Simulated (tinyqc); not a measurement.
What each parameter of the potential does: deformation potentials from a strained empirical pseudopotential.

Diamond lattice, no spin-orbit coupling. Atomic form factor V(q) = a1 (q^2 - a2)/(a3 exp(a4 q^2) - 1) in rydberg with q in 1/bohr, for the unstrained cell. Under a strain e the reciprocal vectors and k go over into (1 + e)^(-1) G, the atoms sit at +/- tau with tau = (1 + e) a (1,1,1)/8 - zeta a (eyz, ezx, exy)/4, and H(G,G') = c |k + G|^2 delta + (V(q)/det(1 + e)) cos(q.tau), q = G - G', with the term q = 0 left out; c = hbar^2/2m0. The basis is fixed before straining: all G with |k + G|^2 up to 16 (2 pi/a)^2. k is given in units of 2 pi/a of the unstrained cell.

Constants: hbar^2/2m0 = 3.80998211 eV angstrom^2; Ry = 13.60569312 eV; a0 (Bohr radius) = 0.5291772105 angstrom.

Values chosen for the exercise (a germanium-sized cell with gaps well above those of Ge; the results hold for these values, not for the real material):
- a = 5.668 angstrom (lattice constant)
- a1 = 0.403
- a2 = 2.411
- a3 = 2.042
- a4 = 0.456
- kD = 0.81 2 pi/a (position of the Delta minimum)

Gaps from the valence top to level 5 at Gamma and level 5 at (kD,0,0) and L, and their deformation potentials [E(+h) - E(-h)]/(3 ln((1 + h)/(1 - h))) for e = +/- h 1, h = 0.002. The row for the lattice constant keeps V(q) without the volume factor, so it is not a strain.

One parameter was then changed.

Results before and after:

| case | Gamma (eV) | Delta (eV) | L (eV) | potential Gamma (eV) | potential Delta (eV) | potential L (eV) |
|---|---|---|---|---|---|---|
| base | 1.685 | 1.445 | 1.274 | -9.11 | 0.76 | -3.00 |
| changed | 1.885 | 1.202 | 1.216 | -8.92 | 1.07 | -2.80 |

Which of these changes was made? (a) a1 = 0.407; (b) a = 5.611 angstrom; (c) a3 = 2.022; (d) a4 = 0.451; (e) a2 = 2.435.

Answer: (b) a = 5.611 angstrom. Of the candidates, run in turn, only this one gives the changed row.

All candidates:

| case | Gamma (eV) | Delta (eV) | L (eV) | potential Gamma (eV) | potential Delta (eV) | potential L (eV) |
|---|---|---|---|---|---|---|
| base | 1.685 | 1.445 | 1.274 | -9.11 | 0.76 | -3.00 |
| a = 5.611 angstrom | 1.885 | 1.202 | 1.216 | -8.92 | 1.07 | -2.80 |
| a1 = 0.407 | 1.708 | 1.516 | 1.321 | -9.20 | 0.73 | -3.04 |
| a2 = 2.435 | 1.543 | 1.508 | 1.256 | -9.16 | 0.69 | -3.05 |
| a3 = 2.022 | 1.706 | 1.541 | 1.335 | -9.21 | 0.73 | -3.04 |
| a4 = 0.451 | 1.748 | 1.521 | 1.337 | -9.26 | 0.67 | -3.11 |

(tinyqc, `OMP_NUM_THREADS=1 python tinyqc.py 1880139 1880140 out.jsonl`, Intel(R) Xeon(R) Processor @ 2.30GHz, 1 thread, shared host, about 0.2 s.)
